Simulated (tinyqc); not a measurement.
# Ground and coupling capacitance from two measurements

Question. A line has Cg to the planes and Cc to each of two neighbours. Find Cg, Cc, the load when both neighbours switch in antiphase, and the pulse on the line when it floats and both neighbours swing by Vx.

Values chosen for this exercise:
```
symbol  value  unit  meaning
Vx        0.7     V    swing
```

capacitance with neighbours driven alike and with neighbours grounded (aF/um): [91, 163]

Answer. Driven alike, Cc carries no charge, which leaves Cg; grounded neighbours give Cg + 2 Cc, antiphase Cg + 4 Cc; a floating line divides the swing as 2 Cc/(Cg + 2 Cc).

Cg = 91.00 aF/um
Cc = 36.00 aF/um
load in antiphase = 235.0 aF/um
pulse = 0.3092 V

tinyqc, about 1 s, one thread, Intel Xeon 2.30GHz (shared host): `OMP_NUM_THREADS=1 python tinyqc.py 2790220 2790221 out.jsonl`
